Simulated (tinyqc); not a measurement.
Self-consistent Fermi level with native defects, at growth and after a quench: one step, computed by the program tinyqc. Command: `OMP_NUM_THREADS=1 python tinyqc.py 3008725 3008726 out.jsonl scfermi walk`. One thread of a shared host (Intel(R) Xeon(R) Processor @ 2.30GHz), about 0.04 s of CPU time with the checks.

Energies are counted from the top of the valence band (VBM); when the gap shrinks with temperature the conduction band moves and the levels stay. D and A draw on one reservoir with opposite signs, as the two vacancies of a compound do.

Problem. Bands at growth. E_g(T) = E_g - slope x max(0, T - 300 K). N_c = 2 M_c (2 pi m_e k_B T/h^2)^(3/2) and N_v = 2 (2 pi m_h k_B T/h^2)^(3/2), masses in units of m_0. At growth T = T_g.

Inputs (values chosen for the exercise, with bands modelled on InP):
```
quantity                      value  unit
gap E_g at 300 K               1.33    eV
slope -dE_g/dT above 300 K  0.00033  eV/K
electron mass m_e            0.0806   m_0
valleys M_c                       1     -
hole mass m_h                 0.579   m_0
growth temperature T_g         1160     K
```

Added shallow dopant: none.

Constants: m_0 = 9.1093837015e-31 kg; k_B = 1.380649e-23 J/K; h = 6.62607015e-34 J s; k_B = 8.617333262e-05 eV/K.

Give: E_g(T_g); N_c(T_g); N_v(T_g); k_B T_g.

Solution.

E_g(T_g) = 1.0462 eV

N_c(T_g) = 4.3660e+18 cm^-3

N_v(T_g) = 8.4061e+19 cm^-3

k_B T_g = 0.099961 eV
